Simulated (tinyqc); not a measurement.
Flattening the wire at fixed area: round or elliptic silicon nanowire with anisotropic valleys (Ritz method).

Wire along x = [100] on a (001) wafer, y = [010], z = [001]. Valley groups, two valleys each (w = inverse masses): A, axis along z: w_y = 1/mt, w_z = 1/ml, m_x = mt; B, axis along y: w_y = 1/ml, w_z = 1/mt, m_x = mt; C, axis along x: w_y = w_z = 1/mt, m_x = ml.

Hard wall on the ellipse (y/a)^2 + (z/b)^2 = 1, c = hbar^2/2m0. With u = y/a, v = z/b the operator is -c [(w_y/a^2) d2/du2 + (w_z/b^2) d2/dv2] on the unit disc. Basis (1 - u^2 - v^2) u^i v^j; S, X and Y are the disc integrals of f f', (df/du)(df'/du) and (df/dv)(df'/dv), from the integral of u^p v^q = 2 Gamma((p+1)/2) Gamma((q+1)/2)/((p + q + 2) Gamma((p+q+2)/2)) for even p, q; H = c (w_y X/a^2 + w_z Y/b^2).

Converged values use 21 functions of each parity class (e or o in u, then in v).

Constants: hbar^2/2m0 = 3.80998211 eV angstrom^2.

Parameters, chosen for this exercise (near those of a Si nanowire; not measured data): ml = 0.906 m0 (longitudinal mass); mt = 0.189 m0 (transverse mass); asp = (0.4, 0.6, 0.8, 1, 1.3, 1.8, 2.5) (ratios a/b); area = 10.7 nm^2 (cross-section, kept fixed).

a = sqrt(area x ratio/pi), b = a/ratio, 1 nm^2 = 100 angstrom^2; lowest level of each group.

Levels (eV):
```
a/b  a (angstrom)  b (angstrom)       A       B       C
0.4          11.7          29.2  0.4120  0.1576  0.4849
0.6          14.3          23.8  0.2932  0.1619  0.3852
0.8          16.5          20.6  0.2358  0.1800  0.3504
1.0          18.5          18.5  0.2034  0.2034  0.3423
1.3          21.0          16.2  0.1767  0.2425  0.3535
1.8          24.8          13.8  0.1592  0.3120  0.3993
2.5          29.2          11.7  0.1576  0.4120  0.4849
```

What does the comparison show?

Each group is lowest where its stretched ellipse is a circle, at a/b = sqrt(w_y/w_z): 2.19 for A, 0.46 for B and 1.00 for C. The lowest group is B in the first row and A in the last, A and B crossing at a/b = 1 by symmetry; B - A is -254 meV in the first row and +254 meV in the last.

tinyqc: `OMP_NUM_THREADS=1 python tinyqc.py 1280380 1280381 out.jsonl`; about 0.04 s, one thread, shared Intel(R) Xeon(R) Processor @ 2.30GHz.
